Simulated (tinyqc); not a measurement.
Dose and depth of a threshold implant.

Question. A sheet of D acceptors per cm^2 lies at depth xi inside the depleted layer of a body doped Na. In the depletion approximation VT = Vfb + f2 + q D/Cox + gamma sqrt(f2 + Vsb - q D xi/(eps0 eps_r)), gamma = sqrt(2 eps0 eps_r q Na)/Cox, Cox = eps0 eox/tox. Find gamma, D and xi.

Inputs (values chosen for the exercise); band and dielectric values close to those of silicon: relative permittivity eps_r = 11.9; acceptor density deep in the body Na = 1.6e16 cm^-3; relative permittivity of the gate insulator (close to hafnium oxide) eox = 22.1; insulator thickness tox = 3.6 nm; flat-band voltage Vfb = -0.99 V; band bending 2 phiF at threshold f2 = 0.716 V.

Constants: q = 1.602176634e-19 C, eps0 = 8.8541878128e-14 F/cm where lengths are in cm. Results are converted to the units shown.

VT against the source at Vsb = 0 and 2.2 V (V): [-0.25107511, -0.23863929]

Answer. With y^2 = f2 - q D xi/(eps0 eps_r) and d the difference of the thresholds over gamma, sqrt(y^2 + Vsb) - y = d gives y = (Vsb - d^2)/(2 d). The first threshold then gives D, and y^2 gives xi.

gamma = 0.0135 V^0.5
D = 4.40e11 cm^-2
xi = 26.0 nm

Numbers from tinyqc (`OMP_NUM_THREADS=1 python tinyqc.py 2080119 2080120 out.jsonl`; about 0.5 s on one thread of a shared Intel Xeon 2.30GHz).
